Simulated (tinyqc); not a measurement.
MOSFET in saturation, small-signal circuit and noise: two steps of the calculation.

Bias by the inversion coefficient IC = I/Ispec (charge-based model with velocity saturation; weak inversion below 0.1, strong above 10). Common-source circuit: gm, gds, Cgs, Cgd and Cj at the inner nodes, Rg in series with the gate; quasi-static, no source or drain resistance, no gate-body capacitance, no substrate network, no induced gate noise, so fmax is an upper estimate.

Inputs (values chosen for the exercise): temperature T = 273 K; gate length L = 90 nm; total gate width W = 40 um; gate capacitance Cox = 1.13 uF/cm^2; mobility mu = 440 cm^2/(V s); slope factor n = 1.34; velocity-saturation length Ls = 25 nm; ratio gds/gm sg = 0.064; inversion coefficient IC = 11; short-channel excess of the noise factor gw = 0.04; oxide trap density Nt = 3.1e17 cm^-3 eV^-1; tunnelling length into the oxide lt = 0.1 nm; Coulomb scattering coefficient ac = 0 V s/C.

Constants: q = 1.602176634e-19 C, kB = 1.380649e-23 J/K, Vt = kB T/q. Results are converted to the units shown.

Question 1. Current, transconductance and gain. Ispec = 2 n mu Cox (W/L) Vt^2, lc = Ls/L, gms = [sqrt((lc IC + 1)^2 + 4 IC) - 1]/[2 + lc (lc IC + 1)], gm = gms Ispec/(n Vt), gds = sg gm.

Wanted: Ispec; I; gms; gm; gds; gm/I.

Answer 1.

Ispec = 327.76 uA
I = 3605.3 uA
gms = 2.1669
gm = 22.529 mS
gds = 1.4419 mS
gm/I = 6.2488 1/V

Question 2. Noise at the gate. Channel noise Sid = 4 kB T gam n gm with gam = (1/2 + (2/3) qs)/(1 + qs) + gw lc IC, qs = [sqrt(1 + 4 IC) - 1]/2, lc = Ls/L (the last term an empirical rise with velocity saturation); at the gate, white noise Sw = Sid/gm^2 + 4 kB T Rg. Number fluctuation with correlated mobility: S(f) = K/f, K = q^2 Vt lt Nt/(W L Cox^2) (1 + ac mu Cox I/gm)^2, Vt in eV with Nt per eV. Corner fc = K/Sw. Full shot noise would be 2 q I.

I = 3605.3477 uA
gm = 22.529224 mS
Rg = 1.5972222 ohm

Find: gam; Sid; Sid/(2 q I); sqrt(Sw); K; fc.

Answer 2.

gam = 0.7456
Sid = 3.394e-22 A^2/Hz
Sid/(2 q I) = 0.2938
sqrt(Sw) = 0.8323 nV/Hz^0.5
K = 4.072e-11 V^2
fc = 58.79 MHz

The gate resistance gives 3.5 % of the white noise power.

Program tinyqc, `OMP_NUM_THREADS=1 python tinyqc.py 2150124 2150125 out.jsonl`; Intel Xeon 2.30GHz, shared host, one thread, about 0.01 s.
